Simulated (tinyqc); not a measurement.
Worked calculation: overlap of hydrogenic dopants: pairs, impurity band and the Mott density. Values are carried at full precision from step to step, so a last printed digit may differ when a step is redone from the rounded ones.

Ry* = Ry m/eps^2, aB = a0 eps/m. For 1s orbitals a distance rho = R/aB apart, in Ry*: overlap S = exp(-rho)(1 + rho + rho^2/3), J = (2/rho)(1 - (1 + rho) exp(-2 rho)) (attraction to the other ion), Kx = 2 (1 + rho) exp(-rho) (exchange of one electron). One electron on a pair has E = -1 - (J +/- Kx)/(1 +/- S), without the repulsion 2/rho of the ions. Hopping after orthogonalisation: t = (Kx - S J)/(1 - S^2), half the splitting. Dopants on a lattice with z neighbours, n = 1/R^3 (simple cubic), give a band of width B = 2 z t, as on any lattice of two interpenetrating sublattices. Valleys, central cells and disorder are left out.

Constants: Ry = 13.60569312 eV; a0 (Bohr radius) = 0.5291772105 angstrom; hbar = 6.58211957e-16 eV s.

Inputs chosen for the exercise (an isotropic mass and dielectric constant of the size used for donors in GaAs; shifted at random, so the results belong to these values and not to a real crystal): m = 0.069 m0 (mass); eps = 12.4 (dielectric constant); N = 0.0064 1/aB^3 (dopant density); rho = 5.7 aB (distance of a pair); u = 1.25 Ry* (cost of a second electron on one dopant); z = 6 (neighbours in the dopant lattice).

## Scales

Form Ry*, aB, and the density N in 1/cm^3 (1/angstrom^3 = 1e24/cm^3).

Ry* = 6.106 meV
aB = 95.099 angstrom
density = 7.441e+15 1/cm^3

## A pair with one electron

Form S, J, Kx, the two levels, t, and the total energy of the lower state with the repulsion, relative to a distant pair (-1).

S, J, Kx: [0.05865, 0.35085, 0.04484]

levels (Ry*): even -1.37376, odd -1.32508

t = 0.02434 Ry*
energy of the pair against a distant one (negative: bound) = -0.02289 Ry*

In this host the pair is 54.2 nm long and its splitting 2t is 0.30 meV.

## The pair with two electrons (two-site Hubbard model)

t is the hopping between the two dopants. Singlet at (u - sqrt(u^2 + 16 t^2))/2 below the triplet at 0; estimate 4 t^2/u; weight of double occupancy (1 - u/sqrt(u^2 + 16 t^2))/2; swap time pi hbar/Jx with Jx the splitting in eV. t and u are in units of Ry*.

singlet-triplet splitting (meV): exact 0.01156, 4 t^2/u 0.01158

double occupancy = 0.0015
swap time = 179 ps

The estimate is 0.2 % too high at 4t/u = 0.08.

## The impurity band at this density

Form R/aB, t, B = 2 z t and N^(1/3) aB. Two estimates of the gap between the Hubbard bands: u - B (rigid bands, closing at B = u) and the Hubbard-III rule, which closes at B = (2/sqrt3) u; give B/u.

R/aB = 5.3861
t = 0.03136 Ry*

B: in Ry* 0.376, in meV 2.298

N^(1/3) aB = 0.1857
B/u = 0.301

Both rules leave a gap: an insulator at T = 0. Mott's screening rule, N^(1/3) aB = 0.26, puts this density on the insulating side.

## Checks

- Overlap S against numerical integration in elliptic coordinates: both 0.058655.

Program tinyqc; command `OMP_NUM_THREADS=1 python tinyqc.py 1451360 1451361 out.jsonl`; about 0.01 s on one thread of a shared Intel(R) Xeon(R) Processor @ 2.30GHz.
